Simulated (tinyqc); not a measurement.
Input admittance of a MOSFET at zero drain bias: distributed channel and distributed gate: two steps of the calculation.

Source and drain grounded, strong inversion, w = 2 pi f, Cox = eps0 eox/tox. The channel is an RC line of resistance 1/(mu Cox Vo) per square fed from both ends, so one finger has the intrinsic admittance y = i w Cox L tanh(g)/g per width, g = (1/2) sqrt(i w tau), tau = L^2/(mu Vo). The vertical resistance rv/L is in series with y, the overlaps 2 i w Cov in parallel: y_t = 1/(1/y + rv/L) + 2 i w Cov. The gate strip is a line of Rsh/L per length loaded by y_t, so a finger has Y = y_t Wf tanh(k)/k, k = (Wf/sd) sqrt(y_t Rsh/L); the device has Nf Y.

Values chosen for this exercise; values of the order met in silicon radio-frequency transistors:
- eox = 24.8 (relative permittivity of the gate insulator (close to zirconium oxide))
- tox = 16 nm (insulator thickness)
- L = 0.3 um (channel length)
- Wf = 7.7 um (finger width)
- Nf = 64 (number of fingers)
- mu = 180 cm^2/(V s) (channel mobility)
- Vo = 0.3 V (gate overdrive)
- Rsh = 10 ohm/square (sheet resistance of the gate)
- rv = 0 ohm um^2 (vertical resistivity of the gate stack)
- sd = 2 (number of ends at which a finger is contacted)
- Cov = 0.15 fF/um (overlap and fringe capacitance on each side)
- f = 30 GHz (frequency)

Constants: eps0 = 8.8541878128e-14 F/cm where lengths are in cm. Results are converted to the units shown.

Question 1. Admittance of the channel and stack per width. tau, g, c = Cox L, y and y_t as defined.

Wanted: tau; g; c; y; y_t.

Answer 1.

tau = 16.667 ps
g = 0.62666+0.62666i
c = 4.1172 fF/um
y = 184.75+718.11i uS/um
y_t = 184.75+774.66i uS/um

w tau = 3.14, and Im y is 0.925 of w c.

Question 2. Input impedance of the device. k and Y as defined; Z = 1/(Nf Y) = R + 1/(i w C); Q = |Im Z|/R; signal at the point farthest from a contact |1/cosh k|.

y_t = 184.75071+774.65652i uS/um

Give: k; Nf Y; R; C; Q; signal at the far point.

Answer 2.

k = 0.49232+0.38871i
Nf Y = 131.17+353.42i mS
R = 0.92300 ohm
C = 2133.2 fF
Q = 2.6944
signal at the far point = 0.94535

Program tinyqc, `OMP_NUM_THREADS=1 python tinyqc.py 2262085 2262086 out.jsonl`; Intel Xeon 2.30GHz, shared host, one thread, about 0.01 s.
